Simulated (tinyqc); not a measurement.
Inside a calculation. Model: sheet resistance of a shallow doped layer with concentration-dependent mobility and limited activation. Computed by tinyqc, a small Python program that keeps every step. Command: `OMP_NUM_THREADS=1 python tinyqc.py 3021224 3021225 out.jsonl irvin walk`. One thread of a shared host (Intel(R) Xeon(R) Processor @ 2.30GHz), about 0.02 s of CPU time with the checks. Intermediate numbers are printed to about 6 digits and carried at full precision; extremes and crossings named in words are read from the listed rows.

A layer of one dopant lies in a background of the opposite type. Current flows parallel to the surface down to the junction; depletion is ignored.

Inputs (values chosen for the exercise, modelled on antimony in silicon): surface concentration C_s = 2.7e+20 1/cm^3; length l = 12 nm; background C_B = 1.5e+17 1/cm^3; mobility floor mu_min = 62.8 cm^2/(V s); mobility mu_max = 1430 cm^2/(V s); reference density N_r = 9.9e+16 1/cm^3; exponent alpha = 0.718; prefactor of the active limit = 3.5e+21 1/cm^3; energy of the active limit = 0.551 eV; anneal temperature T = 1100 C.

Profile: erfc.

Constants: k_B = 8.617333262e-05 eV/K; e = 1.602176634e-19 C.

## Active limit and depths

C(x) = C_s erfc(x/l). Temperatures in kelvin are T(C) + 273.15. Active limit C_a = prefactor x exp(-energy/(k_B T)); the junction lies where C = C_B, and the profile exceeds C_a down to x_a (zero if C_s is below C_a). Slope at the junction in nm per decade = ln(10) C/|dC/dx|.

active limit C_a = 3.32484e+19 1/cm^3

junction depth x_j = 29.2949 nm

depth x_a = 13.0819 nm

abruptness at the junction = 5.27122 nm/decade

## Local values

Active density N = min(C, C_a); carriers n = N - C_B; mobility mu = mu_min + (mu_max - mu_min)/(1 + ((N + C_B)/N_r)^alpha). Conductivity e n mu. Depths are 0, 0.2, 0.4, 0.6, 0.8 and 0.95 of x_j.

Along the depth:
```
x (nm)    C (1/cm^3)   N (1/cm^3)  mu (cm^2/(V s))  conductivity (S/cm)
0.0000   2.70000e+20  3.32484e+19           83.409              442.316
5.8590   1.32270e+20  3.32484e+19           83.409              442.316
11.7179  4.51675e+19  3.32484e+19           83.409              442.316
17.5769  1.03453e+19  1.03453e+19          109.212              178.393
23.4359  1.55136e+18  1.55136e+18          219.836               49.358
27.8301  2.80467e+17  2.80467e+17          415.828                8.692
```

## Sheet resistance

Integrals from 0 to x_j, where C = C_B (Gauss-Legendre, 60 points on each smooth piece; 1 nm = 1e-7 cm): dose int C dx, carriers int n dx, mean mobility int n mu dx/int n dx, R_s = 1/(e int n mu dx).

chemical dose = 1.82765e+14 1/cm^2

sheet carrier density = 5.52255e+13 1/cm^2

mean mobility = 88.4114 cm^2/(V s)

sheet resistance R_s = 1278.33 ohm/square

carriers per dopant atom = 0.302167

product R_s x_j = 37448.4 ohm nm

A box at the active limit as deep as x_j would give 772 ohm/square, the least this anneal allows at that depth. Clipping at C_a leaves 70 % of the dose without carriers (compensation included).

## Raising the surface concentration at fixed length

The last column drops the active limit.

Layers:
```
C_s (1/cm^3)  x_j (nm)  dose (1/cm^2)  mean mu (cm^2/(V s))  R_s (ohm/square)  R_s if all active
1.00e+18       12.2148    6.20022e+11               314.568           45424.8        4.54248e+04
3.00e+18       16.6308    1.98299e+12               217.575           16548.2        1.65482e+04
1.00e+19       20.6394    6.72842e+12               143.843            6760.0        6.75998e+03
3.00e+19       23.8185    2.02730e+13               104.641            2995.0        2.99496e+03
1.00e+20       26.9381    6.76682e+13                91.061            1636.1        1.13041e+03
2.00e+20       28.6006    1.35373e+14                88.997            1362.5        6.17099e+02
5.00e+20       30.6768    3.38483e+14                87.523            1143.5        2.66379e+02
1.00e+21       32.1683    6.76997e+14                86.836            1031.5        1.38030e+02
2.00e+21       33.6004    1.35403e+15                86.344             946.1        7.06240e+01
```

R_s falls as C_s^-0.92 between the first rows and as C_s^-0.12 between the last. Below C_a = 3.3e19 the exponent is set by the mobility, which drops from 315 towards mu_min, and by compensation. Above C_a extra dose only widens the clipped region: in the last row R_s is 13.40 times the fully active value. Caution: in rows with more than about 2e20 active atoms per cm^3 measured mobilities fall further than this form.

Checks made by the program: sheet conductance against adaptive quadrature (relative difference below 1e-10).
